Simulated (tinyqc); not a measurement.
Weak-field and exact binding: hydrogenic impurity: series, fields, screening, photoionisation and donor-acceptor pairs. Computed by tinyqc, a small Python program. Command: `OMP_NUM_THREADS=1 python tinyqc.py 3022193 3022194 out.jsonl hydrogenic walk`. One thread of a shared host (Intel(R) Xeon(R) Processor @ 2.30GHz), about 0.01 s of CPU time with the checks.

One isotropic, parabolic band. Effective units: Ry* and a*, in which H = -nabla^2 - 2/r.

Inputs (values chosen for the exercise, for a model semiconductor): electron mass m = 0.0314 m_0; dielectric constant eps = 19; magnetic field B = 0.11 T.

Parts treated: magnetic field and photoionisation.

Constants: Ry = 13.605693123 eV; a_0 = 0.529177210903 angstrom; h x 1 THz = 4.135667696 meV; mu_B = 5.7883818060e-05 eV/T.

Method:
- Ry* = Ry m/eps^2, a* = a_0 eps/m; level n is bound by Ry*/n^2; <r> = (3/2) a* in 1s; lines 1s -> np at Ry* (1 - 1/n^2); 1 THz = 4.135667696 meV.
- gamma = hbar omega_c/(2 Ry*) = mu_B B/(m Ry*). For m_z = 0, H = -nabla^2 - 2/r + gamma^2 rho^2/4, and the band edge moves to gamma Ry*. Basis: exp(-al rho^2 - be z^2), al_k = 0.02 x 2.4^k + gamma/4 x c with k = 0..11, be_k = 0.02 x 2.4^k and c = 0, 0.5, 1 (36 functions). With A = al_i + al_j, B = be_i + be_j (not the field) and the common factor pi^(3/2) dropped: S = 1/(A sqrt(B)), kinetic S (4 al_i al_j/A + 2 be_i be_j/B), <rho^2> = S/A, <1/r> = (2/sqrt(pi)) atanh(u)/(A u), u = sqrt(1 - B/A), which is (2/sqrt(pi))/A when A = B; overlap eigenvalues below 1e-11 are dropped. Binding = (gamma - E) Ry*; the spin term shifts level and edge alike.
- Perturbation theory: E = -1 + gamma^2/2 - (53/96) gamma^4 Ry*.

gamma = 0.171347

Ry* = 1.18343 meV

Ground level (Ry*):
```
gamma    B (T)     basis  second order  fourth order  binding
0.017  0.01091  -0.99985      -0.99986       -0.9999   1.0168
0.043  0.02760  -0.99907      -0.99908       -0.9991   1.0421
0.086  0.05521  -0.99632      -0.99630       -0.9963   1.0823
0.170  0.10914  -0.98596      -0.98555       -0.9860   1.1560
0.300  0.19259  -0.95837      -0.95500       -0.9595   1.2584
0.340  0.21827  -0.94744      -0.94220       -0.9496   1.2874
0.500  0.32099  -0.89441      -0.87500       -0.9095   1.3944
0.690  0.44296  -0.81595      -0.76195       -0.8871   1.5059
0.700  0.44938  -0.81144      -0.75500       -0.8876   1.5114
1.000  0.64197  -0.66233      -0.50000       -1.0521   1.6623
```

Second order stays within 1 % of the basis value up to gamma = 0.34 of those listed and fourth order up to 0.34; beyond, the truncated (asymptotic) series fails, while the binding keeps growing slowly, to 1.66 Ry* at gamma = 1.0.
